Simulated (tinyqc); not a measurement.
Empirical pseudopotential in a few plane waves, step by step. Computed by tinyqc, a small Python program that keeps every step. Settings: plane-wave index or count = 15. Command: `OMP_NUM_THREADS=1 python tinyqc.py 29920 29921 out.jsonl` (the two numbers bound the seeds that draw the settings). One thread of a shared host (Intel(R) Xeon(R) Processor @ 2.60GHz), about 0.2 s of CPU time with the checks.

## Bloch Hamiltonian at k

Parameters chosen for this model: fcc lattice, atoms at +/- a/8 (1,1,1); form factors in rydberg at |G|^2 in units of (2 pi/a)^2:
```
parameter,value,unit
a,5.790000,angstrom
VS(3),-0.225000,Ry
VS(8),0.004000,Ry
VS(11),0.077000,Ry
VA(3),0.066000,Ry
VA(4),0.028000,Ry
VA(11),0.018000,Ry
hbar^2/2m (2 pi/a)^2,4.486685,eV
```

k point k (2 pi / a): -0.39000  0.50000  0.04000

Basis: the 15 shortest G (labels in 2 pi/a), the same at every k. H(G,G') = c |k + G|^2 delta + VS(|G-G'|^2) cos((G-G').tau) + i VA sin((G-G').tau), tau = a/8 (1,1,1); 1 Ry = 13.605693 eV.

H(k) at k (eV), lower triangle (Hermitian):
```
,+0+0+0,-1-1-1,-1-1+1,-1+1-1,-1+1+1,+1-1-1,+1-1+1,+1+1-1,+1+1+1,-2+0+0,+0-2+0,+0+0-2,+0+0+2,+0+2+0,+2+0+0
+0+0+0,1.81127
-1-1-1,2.16465-0.63496i,13.92532
-1-1+1,-2.16465-0.63496i,0.00000+0.38096i,14.64319
-1+1-1,-2.16465-0.63496i,0.00000+0.38096i,0.05442,22.89869
-1+1+1,-2.16465+0.63496i,-0.05442,0.00000+0.38096i,0.00000+0.38096i,23.61656
+1-1-1,-2.16465-0.63496i,0.00000+0.38096i,0.05442,0.05442,0.00000,6.92609
+1-1+1,-2.16465+0.63496i,-0.05442,0.00000+0.38096i,0.00000,0.05442,0.00000+0.38096i,7.64396
+1+1-1,-2.16465+0.63496i,-0.05442,0.00000,0.00000+0.38096i,0.05442,0.00000+0.38096i,0.05442,15.89946
+1+1+1,2.16465+0.63496i,0.00000,-0.05442,-0.05442,0.00000+0.38096i,-0.05442,0.00000+0.38096i,0.00000+0.38096i,16.61733
-2+0+0,0.00000-0.38096i,-2.16465+0.63496i,-2.16465-0.63496i,-2.16465-0.63496i,2.16465-0.63496i,0.74079-0.17317i,-0.74079-0.17317i,-0.74079-0.17317i,-0.74079+0.17317i,26.75724
+0-2+0,0.00000-0.38096i,-2.16465+0.63496i,-2.16465-0.63496i,0.74079-0.17317i,-0.74079-0.17317i,-2.16465-0.63496i,2.16465-0.63496i,-0.74079-0.17317i,-0.74079+0.17317i,0.05442,10.78464
+0+0-2,0.00000-0.38096i,-2.16465+0.63496i,0.74079-0.17317i,-2.16465-0.63496i,-0.74079-0.17317i,-2.16465-0.63496i,-0.74079-0.17317i,2.16465-0.63496i,-0.74079+0.17317i,0.05442,0.05442,19.04014
+0+0+2,0.00000+0.38096i,-0.74079-0.17317i,2.16465+0.63496i,-0.74079+0.17317i,-2.16465+0.63496i,-0.74079+0.17317i,-2.16465+0.63496i,0.74079+0.17317i,-2.16465-0.63496i,-0.05442,-0.05442,0.00000,20.47588
+0+2+0,0.00000+0.38096i,-0.74079-0.17317i,-0.74079+0.17317i,2.16465+0.63496i,-2.16465+0.63496i,-0.74079+0.17317i,0.74079+0.17317i,-2.16465+0.63496i,-2.16465-0.63496i,-0.05442,0.00000,-0.05442,0.05442,28.73138
+2+0+0,0.00000+0.38096i,-0.74079-0.17317i,-0.74079+0.17317i,-0.74079+0.17317i,0.74079+0.17317i,2.16465+0.63496i,-2.16465+0.63496i,-2.16465+0.63496i,-2.16465-0.63496i,0.00000,-0.05442,-0.05442,0.05442,0.05442,12.75878
```

## Levels at k

Diagonalise the Hermitian matrix.

eigenvalues (eV): -1.66184  4.62644  7.10488  8.48940  12.92059  13.79716  15.03293  15.56966  17.22316  20.02535  21.51122  22.05802  25.79023  28.76875  31.27402

## Bands along a path

The same steps at evenly spaced points between the labelled ones.

Bands along the path (eV), lowest eight:
```
k,band 1,band 2,band 3,band 4,band 5,band 6,band 7,band 8
L,-1.08619,3.31733,8.65062,8.65062,10.84370,14.54021,14.54021,17.03016
L-G 0.20,-1.51875,3.88967,8.61767,8.61767,10.89853,14.44241,14.44241,17.13647
L-G 0.40,-2.06512,5.01598,8.72822,8.72822,11.15570,14.41441,14.41441,16.24250
L-G 0.60,-2.53065,6.46791,8.93954,8.93954,11.52774,14.18020,14.18020,14.47974
L-G 0.80,-2.83107,8.07752,9.16498,9.16498,11.43284,13.46454,13.75165,13.75165
G,-2.93404,9.26779,9.26779,9.26779,10.57415,13.53992,13.53992,13.53992
G-X 0.20,-2.79653,8.00064,8.97499,8.97499,11.87343,12.88056,14.07004,14.07004
G-X 0.40,-2.39254,6.37491,8.40279,8.40279,11.93672,13.16043,15.34681,15.34681
G-X 0.60,-1.75486,4.88165,7.90641,7.90641,11.30881,12.63707,17.00247,17.00247
G-X 0.80,-0.97809,3.64184,7.63516,7.63516,11.03267,11.76535,18.89129,18.89129
X,-0.36179,2.96937,7.64882,7.64882,10.92970,11.51759,20.98507,20.98507
```

With 4 band(s) filled, the highest filled level on these points lies at G and the lowest empty one at G: a gap of 1.3064 eV, direct. This holds for the small fixed basis; with all plane waves up to |k + G|^2 = 21 (2 pi/a)^2 the gap along the path is 1.85 eV.

## Convergence with the number of plane waves

Levels at G counted from the fourth one.

Levels (eV):
```
plane waves,level 1,level 5,level 8
9,-15.64000,0.76192,0.78470
15,-12.20184,1.30636,4.27213
27,-11.41145,1.81596,4.33391
51,-11.28784,1.89766,4.60166
59,-11.32258,1.92613,4.41772
65,-11.33520,1.92558,4.38026
89,-11.31139,1.92213,4.39858
```
